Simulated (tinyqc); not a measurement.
Free and trapped electrons in a MOS channel with a dense trap tail: free and trapped charge against gate voltage.

p-type body, charge-sheet picture, full ionisation (an idealisation for deep acceptors), Boltzmann statistics for free electrons. e = Ec - EF at the surface. Acceptor-like traps of density D(E) = D0 + De exp(-E/Ew) at depth E below Ec, from 0 to Eu, hold n_t = integral of D(E)/(1 + exp((e - E)/Vt)). psi = Eg - Vt ln(Nv/Na) - e; N_dep = sqrt(2 eps0 eps_r Na (psi - Vt)/q); n_f = sqrt(N_dep^2 + 2 eps0 eps_r Vt Nc exp(-e/Vt)/q) - N_dep; Vg = Vfb + psi + q (N_dep + n_t + n_f)/Cox, Cox = eps0 eox/tox.

Free share n_f/(n_f + n_t); swing ln 10 n_f/(dn_f/dVg); field-effect mobility mf q (dn_f/dVg)/Cox, for a constant mf; oxide field q (N_dep + n_t + n_f)/(eps0 eox).

Parameters, values chosen for the exercise; band and dielectric values close to those of 4H silicon carbide: temperature T = 250 K; band gap Eg = 3.22 eV; relative permittivity eps_r = 9.79; conduction-band density of states at T Nc = 1.28e19 cm^-3; valence-band density of states at T Nv = 1.92e19 cm^-3; relative permittivity of the insulator eox = 3.9; insulator thickness tox = 40 nm; acceptor density Na = 3.3e16 cm^-3; flat-band voltage without trapped charge Vfb = -2 V; constant background density of acceptor-like traps D0 = 6e10 cm^-2 eV^-1; density of the tail at the conduction edge De = 9.8e12 cm^-2 eV^-1; decay energy of the tail Ew = 0.12 eV; depth below Ec down to which the traps reach Eu = 0.63 eV; mobility of free electrons mf = 110 cm^2/(V s).

Constants: q = 1.602176634e-19 C, kB = 1.380649e-23 J/K, Vt = kB T/q, eps0 = 8.8541878128e-14 F/cm where lengths are in cm. Results are converted to the units shown.

Results:

| Vg (V) | e (eV) | n_f (cm^-2) | n_t (cm^-2) | free share (%) | swing (mV/decade) | field-effect mobility (cm^2/(V s)) | oxide field (MV/cm) |
|---|---|---|---|---|---|---|---|
| 2.8 | 0.3136 | 7.162e5 | 1.037e11 | 6.906e-4 | 142.0 | 0.002371 | 0.5077 |
| 3.7 | 0.1276 | 3.887e9 | 4.516e11 | 0.8535 | 415.6 | 4.397 | 0.6862 |
| 4.6 | 0.05603 | 1.019e11 | 7.875e11 | 11.45 | 1056 | 45.34 | 0.8933 |
| 5.4 | 0.02727 | 3.465e11 | 9.535e11 | 26.66 | 2146 | 75.92 | 1.086 |
| 7.2 | -0.004637 | 1.143e12 | 1.104e12 | 50.88 | 5417 | 99.22 | 1.528 |
| 8 | -0.01356 | 1.540e12 | 1.132e12 | 57.63 | 7042 | 102.8 | 1.726 |
| 8.9 | -0.02175 | 1.999e12 | 1.152e12 | 63.43 | 8937 | 105.1 | 1.949 |
| 9.8 | -0.02861 | 2.465e12 | 1.166e12 | 67.90 | 1.088e4 | 106.5 | 2.172 |

Estimate the missing row, Vg = 6.3 V.

Computed row:

| Vg (V) | e (eV) | n_f (cm^-2) | n_t (cm^-2) | free share (%) | swing (mV/decade) | field-effect mobility (cm^2/(V s)) | oxide field (MV/cm) |
|---|---|---|---|---|---|---|---|
| 6.3 | 0.008358 | 7.207e11 | 1.051e12 | 40.68 | 3693 | 91.73 | 1.306 |

With this row back in the table: n_f reaches 1e11 cm^-2 at Vg = 4.59 V, against 3.13 V without traps. The free share rises from 6.91e-4 to 67.9 % and the field-effect mobility rises from 0.00237 to 107 cm^2/(V s), although mf = 110 is constant: in the last row 96.8 % of Cox dVg goes into free electrons. The swing in the first row is 142 mV a decade (Vt ln 10 = 49.6). For Vg = 5.4, 6.3, 7.2, 8, 8.9, 9.8 EF lies less than 2 Vt below the band edge, or above it, where degeneracy and confinement, left out, matter.

Computed by the program tinyqc: `OMP_NUM_THREADS=1 python tinyqc.py 2222175 2222176 out.jsonl`, one thread of a shared Intel Xeon 2.30GHz, about 0.02 s for the whole run.
